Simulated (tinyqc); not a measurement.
sp3s* tight binding: one step. Levels at this k. The numbers come from values chosen for the exercise (near a published set for Si, fitted to gaps, whose masses and valley positions are rough).

H(k) (eV):
```
                      sa                   xa                   ya                   za                  s*a
sa             -4.219000                    0                    0                    0                    0
xa                     0             1.706000                    0                    0                    0
ya                     0                    0             1.706000                    0                    0
za                     0                    0                    0             1.706000                    0
s*a                    0                    0                    0                    0             6.718000
sc   -5.812875-0.412499i   0.684049+1.653881i   0.342502+3.303150i   1.368209+0.826874i                    0
xc   -0.684049-1.653881i   1.188506+0.084340i  -1.088739-0.657977i  -0.272543-2.628449i  -0.646551-1.563218i
yc   -0.342502-3.303150i  -1.088739-0.657977i   1.188506+0.084340i  -0.544326-1.316060i  -0.323727-3.122076i
zc   -1.368209-0.826874i  -0.272543-2.628449i  -0.544326-1.316060i   1.188506+0.084340i  -1.293206-0.781546i
s*c                    0   0.646551+1.563218i   0.323727+3.122076i   1.293206+0.781546i                    0

                      sc                   xc                   yc                   zc                 s*c
sa   -5.812875+0.412499i  -0.684049+1.653881i  -0.342502+3.303150i  -1.368209+0.826874i                   0
xa    0.684049-1.653881i   1.188506-0.084340i  -1.088739+0.657977i  -0.272543+2.628449i  0.646551-1.563218i
ya    0.342502-3.303150i  -1.088739+0.657977i   1.188506-0.084340i  -0.544326+1.316060i  0.323727-3.122076i
za    1.368209-0.826874i  -0.272543+2.628449i  -0.544326+1.316060i   1.188506-0.084340i  1.293206-0.781546i
s*a                    0  -0.646551+1.563218i  -0.323727+3.122076i  -1.293206+0.781546i                   0
sc             -4.219000                    0                    0                    0                   0
xc                     0             1.706000                    0                    0                   0
yc                     0                    0             1.706000                    0                   0
zc                     0                    0                    0             1.706000                   0
s*c                    0                    0                    0                    0            6.718000
```

Question. Diagonalise H, which belongs to k = (0.25, 0.44, 0.13) (2 pi/a). Four bands are filled (two electrons each); give the make-up of band 5, the lowest empty one.

Give: levels; weights of band 5; weight of band 5 on atom a.

Answer.

levels (eV): -11.2633  -4.5560  -1.6440  -1.1211  2.0252  3.4755  4.5919  5.0207  8.8911  9.8139

weights of band 5: s 0.081, p 0.574, s* 0.346

weight of band 5 on atom a = 0.500

The vertical gap at this k is 3.1463 eV; band 5 is mostly p-like.

Program tinyqc; command `OMP_NUM_THREADS=1 python tinyqc.py 1450923 1450924 out.jsonl`; about 0.07 s on one thread of a shared Intel(R) Xeon(R) Processor @ 2.30GHz.
